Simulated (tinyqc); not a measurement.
Effective-mass impurity with a central-cell term, in a basis of Slater functions. From relative |psi(0)|^2 back to central-cell strength A. Computed by tinyqc, a small Python program. Command: `OMP_NUM_THREADS=1 python tinyqc.py 3017005 3017006 out.jsonl centralcell inv`. One thread of a shared host (Intel(R) Xeon(R) Processor @ 2.30GHz), about 0.03 s of CPU time with the checks.

The envelope obeys H = -nabla^2 - (2/r) [Z + A exp(-kappa r)] in effective units, with kappa = a*/lambda; positive A deepens the well near the core.

Inputs (values chosen for the exercise, with mass and screening modelled on GaP):

| quantity | value | unit |
|---|---|---|
| effective mass m | 0.49 | m_0 |
| dielectric constant eps | 11.2 | - |
| charge Z of the core | 1 | - |
| central-cell range lambda | 2.3 | angstrom |

Impurity: donor, one isotropic band.

Constants: Ry = 13.605693123 eV; a_0 = 0.529177210903 angstrom.

Method:
- Units: Ry* = Ry m/eps^2 and a* = a_0 eps/m, with m in m_0.
- kappa = a*/lambda; the hydrogenic ground state is bound by Z^2 Ry*.
- For s functions exp(-zeta r), with s = zeta_i + zeta_j: S = 2/s^3, T = zeta_i zeta_j S, V = -2 Z/s^2, W = -2 A/(s + kappa)^2; each function is normalised by dividing by sqrt(S_ii S_jj).
- Large basis: zeta_i = 0.06 x 1.6^(i-1), i = 1..22, same formulas; for p functions r exp(-zeta r): S = 24/s^5, T = zeta_i zeta_j S (centrifugal term included), V = -12 Z/s^4, W = -12 A/(s + kappa)^4; overlap eigenvalues below 1e-11 are dropped.
- Binding energies are -E Ry*; the effective quantum number is nu = Z/sqrt(-E); |psi(0)|^2 is given relative to the hydrogenic Z^3/(pi a*^3).

Question. A run gave the result below. Find the central-cell strength A, known to lie between 2.3 and 4.2.

relative |psi(0)|^2 = 13.18208

Answer.

Each step takes the trial c = (a f_b - b f_a)/(f_b - f_a), f being the result less the target and a, b, c the logarithms of the listed values; c replaces end b, the old b replaces a if the sign of f changed, and otherwise f_a is halved.

Scan of the range:

| central-cell strength A | relative \|psi(0)\|^2 |
|---|---|
| 2.30 | 10.6185 |
| 2.54 | 13.6567 |
| 2.81 | 18.0118 |
| 3.11 | 24.2448 |
| 3.44 | 33.1108 |
| 3.80 | 45.5835 |
| 4.20 | 63.3698 |

False position (Illinois rule, in the logarithm of the input) inside the bracket:

| step | end a | end b | trial | relative \|psi(0)\|^2 |
|---|---|---|---|---|
| 1 | 2.30000 | 2.54000 | 2.50092 | 13.1125 |
| 2 | 2.54000 | 2.50092 | 2.50588 | 13.1805 |
| 3 | 2.54000 | 2.50588 | 2.50611 | 13.1836 |
| 4 | 2.50588 | 2.50611 | 2.50600 | 13.1821 |
| 5 | 2.50611 | 2.50600 | 2.50600 | 13.1821 |

Relative |psi(0)|^2 rises at every point of a 13-point scan of the range (every second point is shown), so one value fits; it is bracketed by 2.30 and 2.54. Answer: central-cell strength A = 2.506.

Caution: the density at the core is many times hydrogenic, so the result hangs on the model potential inside one cell, where the envelope picture is weak.
